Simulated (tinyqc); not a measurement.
Inside a calculation. Method: plane-wave Kohn-Sham cycle with exchange-only LDA in a layered model solid. Computed by tinyqc, a small Python program that keeps every step. Settings: points = 16, plane-wave index or count = 3, electrons = 2, k points = 2, area = 40.0, mixing = 0.5, iteration cap = 72, Kerker q0 = 1.41. Command: `OMP_NUM_THREADS=1 python tinyqc.py 26675 26676 out.jsonl` (the two numbers bound the seeds that draw the settings). One thread of a shared host (Intel(R) Xeon(R) Processor @ 2.60GHz), about 0.02 s of CPU time with the checks. Later iterations appear only in the table of the cycle.

## Iteration 1: potential

A solid whose potential varies along x alone (atomic units):
```
parameter                      value
period a                    5.900000
cross-section of the cell  40.000000
electrons per cell                 2
grid points                       16
plane waves -n..n, n               3
k points                           2
V1 in V1 cos(2 pi x/a)     -0.250000
```

density at the start, on the grid x_j = j a/N (e/bohr^3): 0.00847458  0.00847458  0.00847458  0.00847458  0.00847458  0.00847458  0.00847458  0.00847458  0.00847458  0.00847458  0.00847458  0.00847458  0.00847458  0.00847458  0.00847458  0.00847458

V_H(G) = 4 pi rho(G)/G^2 for G != 0 (uniform background); v_x = -(3 rho/pi)^(1/3); V = V_ext + V_H + v_x; Fourier components f(G_m) = (1/N) sum_j f(x_j) exp(-i G_m x_j).

Potentials on the grid (hartree):
```
x             V_ext       V_H        v_x          V
0.000000  -0.250000  0.000000  -0.200769  -0.450769
0.368750  -0.230970  0.000000  -0.200769  -0.431739
0.737500  -0.176777  0.000000  -0.200769  -0.377546
1.106250  -0.095671  0.000000  -0.200769  -0.296440
1.475000          0  0.000000  -0.200769  -0.200769
1.843750   0.095671  0.000000  -0.200769  -0.105098
2.212500   0.176777  0.000000  -0.200769  -0.023992
2.581250   0.230970  0.000000  -0.200769   0.030201
2.950000   0.250000  0.000000  -0.200769   0.049231
3.318750   0.230970  0.000000  -0.200769   0.030201
3.687500   0.176777  0.000000  -0.200769  -0.023992
4.056250   0.095671  0.000000  -0.200769  -0.105098
4.425000          0  0.000000  -0.200769  -0.200769
4.793750  -0.095671  0.000000  -0.200769  -0.296440
5.162500  -0.176777  0.000000  -0.200769  -0.377546
5.531250  -0.230970  0.000000  -0.200769  -0.431739
```

V(G_m), m = 0, 1, 2, ... (hartree): -0.200769  -0.125000  0.000000  0.000000  0.000000  0.000000  0.000000

## Iteration 1: Hamiltonian at one k

k = 0.250000 2 pi / a

H(m,m') = (k + G_m)^2/2 delta + V(G_m - G_m'), with V(-G) = V(G).

H (hartree), lower triangle:
```
           -3         -2         -1         +0         +1         +2        +3
-3   4.087590
-2  -0.125000   1.535839
-1   0.000000  -0.125000   0.118200
+0   0.000000   0.000000  -0.125000  -0.165328
+1   0.000000   0.000000   0.000000  -0.125000   0.685256
+2   0.000000   0.000000   0.000000   0.000000  -0.125000   2.669951
+3   0.000000   0.000000   0.000000   0.000000   0.000000  -0.125000  5.788757
```

## Iteration 1: levels at that k

Diagonalise the Hermitian matrix.

eigenvalues (hartree): -0.228743  0.151920  0.696036  1.540760  2.672819  4.093708  5.793764

## Iteration 1: new density

Motion across x is left out: the lowest 1 band(s) hold two electrons at each of the k points (j + 1/2)/nk - 1/2. Residual R = rho(out) - rho(in); rho(new) = rho(in) + 0.5 R, with R(G) scaled by G^2/(G^2 + 1.41^2) (Kerker). rho(out) = 2/(a A nk) sum |psi|^2 with psi = sum c exp(i G x). Harris energy E = band energy - dV sum rho (V_H/2 + v_x) + (3/4) dV sum rho v_x with rho(in), dV = a A/N, band energy = (2/nk) sum of the filled levels.

rho(out) (e/bohr^3): 0.01738935  0.01638857  0.01376794  0.01042498  0.00725739  0.00479647  0.00317225  0.00228829  0.00201212  0.00228829  0.00317225  0.00479647  0.00725739  0.01042498  0.01376794  0.01638857

density after iteration 1 (e/bohr^3): 0.01032097  0.01006421  0.00941830  0.00866396  0.00805189  0.00768457  0.00752681  0.00748557  0.00748164  0.00748557  0.00752681  0.00768457  0.00805189  0.00866396  0.00941830  0.01006421

energy per cell = -0.35710137 hartree

## Iteration 2: potential

As before.

Potentials on the grid (hartree):
```
x             V_ext        V_H        v_x          V
0.000000  -0.250000   0.016504  -0.214403  -0.447899
0.368750  -0.230970   0.014964  -0.212610  -0.428616
0.737500  -0.176777   0.010764  -0.207961  -0.373973
1.106250  -0.095671   0.004967  -0.202253  -0.292957
1.475000          0  -0.001175  -0.197374  -0.198549
1.843750   0.095671  -0.006631  -0.194326  -0.105286
2.212500   0.176777  -0.010767  -0.192987  -0.026977
2.581250   0.230970  -0.013300  -0.192634   0.025036
2.950000   0.250000  -0.014148  -0.192600   0.043252
3.318750   0.230970  -0.013300  -0.192634   0.025036
3.687500   0.176777  -0.010767  -0.192987  -0.026977
4.056250   0.095671  -0.006631  -0.194326  -0.105286
4.425000          0  -0.001175  -0.197374  -0.198549
4.793750  -0.095671   0.004967  -0.202253  -0.292957
5.162500  -0.176777   0.010764  -0.207961  -0.373973
5.531250  -0.230970   0.014964  -0.212610  -0.428616
```

V(G_m), m = 0, 1, 2, ... (hartree): -0.200456  -0.122735  -0.000944  -0.000054  0.000010  0.000001  0.000000

## Iteration 2: Hamiltonian at one k

k = 0.250000 2 pi / a

As before.

H (hartree), lower triangle:
```
           -3         -2         -1         +0         +1         +2        +3
-3   4.087903
-2  -0.122735   1.536152
-1  -0.000944  -0.122735   0.118513
+0  -0.000054  -0.000944  -0.122735  -0.165015
+1   0.000010  -0.000054  -0.000944  -0.122735   0.685569
+2   0.000001   0.000010  -0.000054  -0.000944  -0.122735   2.670264
+3   0.000000   0.000001   0.000010  -0.000054  -0.000944  -0.122735  5.789070
```

## Iteration 2: levels at that k

As before.

eigenvalues (hartree): -0.226546  0.151473  0.695914  1.540892  2.673029  4.093799  5.793896

## Iteration 2: new density

As before.

rho(out) (e/bohr^3): 0.01730610  0.01631398  0.01371755  0.01040802  0.00727288  0.00483487  0.00322196  0.00234144  0.00206572  0.00234144  0.00322196  0.00483487  0.00727288  0.01040802  0.01371755  0.01631398

density after iteration 2 (e/bohr^3): 0.01173396  0.01129634  0.01018862  0.00887623  0.00778136  0.00708793  0.00675397  0.00663781  0.00661475  0.00663781  0.00675397  0.00708793  0.00778136  0.00887623  0.01018862  0.01129634

energy per cell = -0.35366047 hartree

## Convergence

Stop when sqrt(dV sum R^2) is below 1e-8, dV = a A/N.

Course of the cycle:
```
iteration  E (hartree)  norm of the residual
1          -0.35710137              8.35e-02
2          -0.35366047              6.73e-02
3          -0.35128758              5.42e-02
4          -0.34976516              4.37e-02
5          -0.34882759              3.52e-02
6          -0.34826622              2.84e-02
7          -0.34793739              2.30e-02
8          -0.34774836              1.86e-02
9          -0.34764154              1.50e-02
10         -0.34758217              1.22e-02
11         -0.34754974              9.86e-03
...                ...                   ...
62         -0.34751458              2.71e-07
63         -0.34751458              2.20e-07
64         -0.34751458              1.79e-07
65         -0.34751458              1.46e-07
66         -0.34751458              1.19e-07
67         -0.34751458              9.69e-08
68         -0.34751458              7.89e-08
69         -0.34751458              6.42e-08
70         -0.34751458              5.23e-08
71         -0.34751458              4.26e-08
72         -0.34751458              3.47e-08
```

Not converged within 72 iterations: the residual falls steadily but slowly, by a factor of about 0.81 a step. Reruns (cap 100 unless said): mixing 0.1: not converged; mixing 0.5, Kerker q0 1.0: converged in 51 (E = -0.34751); mixing 0.3, Pulay depth 5: converged in 9 (E = -0.34751); the original settings with a cap of 400: converged in 79 (E = -0.34751).
